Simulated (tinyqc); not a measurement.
What moves the results: Shockley-Read-Hall recombination through one deep level. A value that a table varies takes the place of the one given here.

One level at Et with degeneracy 1: tn = 1/(sn vth Nt), tp = 1/(sp_ vth Nt), n1 = Nc exp((Et - Eg)/kT), p1 = Nv exp(-Et/kT), ni^2 = n1 p1. Equilibrium n0 = Nm, p0 = ni^2/Nm; n = n0 + dn, p = p0 + dn. U = (n p - ni^2)/(tp (n + n1) + tn (p + p1)), lifetime dn/U; emission rates en = sn vth n1, ep = sp_ vth p1.

Constants: kB = 8.617333262e-05 eV/K.

Values chosen for the exercise (gap and densities of states near those of Si at this temperature; not measured data): E1 = 0.845 eV (level (+1/0) above Ev); E2 = 0.633 eV (level (0/-1) above Ev); gm = 2 (degeneracy of the middle state, the others 1); T = 400 K; Eg = 1.097 eV (gap); Nc = 4.41e+19 1/cm^3 (conduction-band density of states); Nv = 1.76e+19 1/cm^3 (valence-band density of states); Nd = 9.9e+15 1/cm^3 (ionised shallow donors minus acceptors); Et = 0.845 eV (recombination level above Ev); Nt = 2.9e+16 1/cm^3 (defects); sn = 1.5e-14 cm^2 (electron capture cross-section); sp_ = 1.3e-16 cm^2 (hole capture cross-section); vth = 15000000 cm/s (thermal velocity, both carriers); Nm = 2.9e+17 1/cm^3 (equilibrium electrons for the lifetime steps); dn = 1.1e+14 1/cm^3 (excess pairs).

## Charge state against the Fermi level (deep level with several charge states)

Energies from Ev. The defect has charge states +1, 0, -1 with weights 1, gm exp((EF - E1)/kT), exp((2 EF - E1 - E2)/kT); the shares are the weights over their sum. Boltzmann carriers: n = Nc exp((EF - Eg)/kT), p = Nv exp(-EF/kT). Neutrality: p - n + Nd + Nt <q> = 0.

Shares:

| EF (eV) | +1 | 0 | -1 | <q> |
|---|---|---|---|---|
| 0.066 | 1.000 | 0.000 | 0.000 | 1.000 |
| 0.154 | 1.000 | 0.000 | 0.000 | 1.000 |
| 0.241 | 1.000 | 0.000 | 0.000 | 1.000 |
| 0.329 | 1.000 | 0.000 | 0.000 | 1.000 |
| 0.417 | 1.000 | 0.000 | 0.000 | 1.000 |
| 0.505 | 1.000 | 0.000 | 0.000 | 1.000 |
| 0.592 | 0.999 | 0.001 | 0.000 | 0.998 |
| 0.680 | 0.953 | 0.016 | 0.031 | 0.922 |
| 0.768 | 0.152 | 0.032 | 0.816 | -0.664 |
| 0.856 | 0.001 | 0.003 | 0.996 | -0.995 |
| 0.943 | 0.000 | 0.000 | 1.000 | -1.000 |
| 1.031 | 0.000 | 0.000 | 1.000 | -1.000 |

What does this show, and why?

E2 lies below E1 (negative U = -0.212 eV), so the charge goes from +1 to -1 near (E1 + E2)/2 = 0.739 eV, two electrons at once; the middle state never exceeds a share of 0.0441.

## Defects against doping (deep level with several charge states)

Nt takes the listed multiples of |Nd|; the resistivity uses mobilities of 1000 (electrons) and 300 (holes) cm^2/(V s), chosen for the exercise, and e = 1.602176634e-19 C.

Neutral state:

| Nt/\|Nd\| | EF (eV) | n (1/cm^3) | p (1/cm^3) | rho (ohm cm) |
|---|---|---|---|---|
| 0.01 | 0.8071 | 9.81e+15 | 1.19e+09 | 0.637 |
| 0.10 | 0.8040 | 8.97e+15 | 1.31e+09 | 0.696 |
| 0.30 | 0.7963 | 7.18e+15 | 1.63e+09 | 0.869 |
| 0.60 | 0.7833 | 4.92e+15 | 2.38e+09 | 1.27 |
| 0.90 | 0.7717 | 3.51e+15 | 3.33e+09 | 1.78 |
| 1.10 | 0.7661 | 2.99e+15 | 3.92e+09 | 2.09 |
| 1.50 | 0.7590 | 2.43e+15 | 4.81e+09 | 2.57 |
| 3.00 | 0.7491 | 1.82e+15 | 6.42e+09 | 3.42 |
| 10.00 | 0.7421 | 1.49e+15 | 7.87e+09 | 4.20 |

What does this show, and why?

EF goes from 0.807 to 0.742 eV and the resistivity from 0.637 to 4.2 ohm cm, with a largest value of 4.2. The largest move of EF, -0.013 eV, comes between Nt/|Nd| = 0.3 and 0.6; the levels lie at 0.845 and 0.633 eV. A defect can take up to one carrier of either sign, so the doping can be cancelled no earlier than Nt = |Nd|, there only if EF lies well beyond the level that takes the carriers and otherwise at larger Nt (mean charge -0.08 in the last row).

## Lifetime against injection

Recombination:

| dn (1/cm^3) | lifetime (microsecond) | U (1/(cm^3 s)) |
|---|---|---|
| 1.0e+11 | 0.01948 | 5.13e+18 |
| 1.0e+12 | 0.01948 | 5.13e+19 |
| 1.0e+13 | 0.01948 | 5.13e+20 |
| 1.0e+14 | 0.01948 | 5.13e+21 |
| 1.0e+15 | 0.01947 | 5.13e+22 |
| 1.0e+16 | 0.01943 | 5.15e+23 |
| 1.0e+17 | 0.01906 | 5.25e+24 |
| 1.0e+18 | 0.01821 | 5.49e+25 |

How do the results move?

The lifetime falls from 0.01948 to 0.01821 microsecond; tn + tp = 0.01784. At low injection it is tp (1 + n1/n0) + tn p1/n0 with n1/Nm = 0.1 and p1/Nm = 1.4e-09: re-emission lengthens it to 1.1 times the minority capture time. Auger and radiative paths are left out; they cut in at the highest injections, and in a doped direct-gap crystal the radiative one counts at all injections. dn = dp neglects trapped charge, which matters where the traps hold a charge comparable with dn, at low injection and with very unequal cross sections.

## Where a level does most harm

Et takes the values listed; G = Nt en ep/(en + ep) in a depleted region; the lifetime is for dn = 1e11 1/cm^3.

Results:

| Et (eV) | lifetime (microsecond) | G (1/(cm^3 s)) |
|---|---|---|
| 0.066 | 0.0191 | 2.94e+16 |
| 0.154 | 0.0178 | 3.78e+17 |
| 0.241 | 0.0177 | 4.72e+18 |
| 0.329 | 0.0177 | 6.06e+19 |
| 0.417 | 0.0177 | 6.83e+20 |
| 0.505 | 0.0177 | 4.14e+20 |
| 0.592 | 0.0177 | 3.46e+19 |
| 0.680 | 0.0177 | 2.69e+18 |
| 0.768 | 0.0179 | 2.10e+17 |
| 0.856 | 0.0202 | 1.63e+16 |
| 0.943 | 0.0485 | 1.31e+15 |
| 1.031 | 0.414 | 1.02e+14 |

What does this show?

Generation peaks where en = ep, at Eg/2 + (kT/2) ln(sp_ Nv/(sn Nc)) = 0.451 eV; the largest value listed is at 0.417 eV, and G falls by a decade for each 0.079 eV away from the peak. The lifetime is within a factor 2 of its minimum, 0.0177 microsecond, from 0.066 to 0.856 eV: recombination tolerates a wide range of Et, generation a narrow one.

## What moves lifetime and leakage

G = Nt en ep/(en + ep). Each row changes one parameter from the base and keeps the others.

Results:

| case | lifetime (microsecond) | G (1/(cm^3 s)) |
|---|---|---|
| base | 0.01948 | 2.25e+16 |
| Et = 0.885 eV | 0.02342 | 7.04e+15 |
| sn = 3e-14 cm^2 | 0.01948 | 2.25e+16 |
| sp_ = 2.6e-16 cm^2 | 0.009740 | 4.49e+16 |
| Nt = 1.45e+16 1/cm^3 | 0.03896 | 1.12e+16 |
| Nm = 8.7e+17 1/cm^3 | 0.01828 | 2.25e+16 |
| dn = 3.3e+14 1/cm^3 | 0.01948 | 2.25e+16 |

How do the results move?

The largest shifts from the base row, up to three for each result and ties (the steps differ in size, so this ranks the rows, not the parameters). lifetime (microsecond): Nt +0.0195, sp_ -0.00974, Et +0.00394; unchanged at the printed digits by sn and dn. G (1/(cm^3 s)): sp_ +2.25e+16, Et -1.54e+16, Nt -1.12e+16; unchanged at the printed digits by sn, Nm and dn.

Program tinyqc; command `OMP_NUM_THREADS=1 python tinyqc.py 1650839 1650840 out.jsonl`; about 0.01 s on one thread of a shared Intel(R) Xeon(R) Processor @ 2.30GHz.
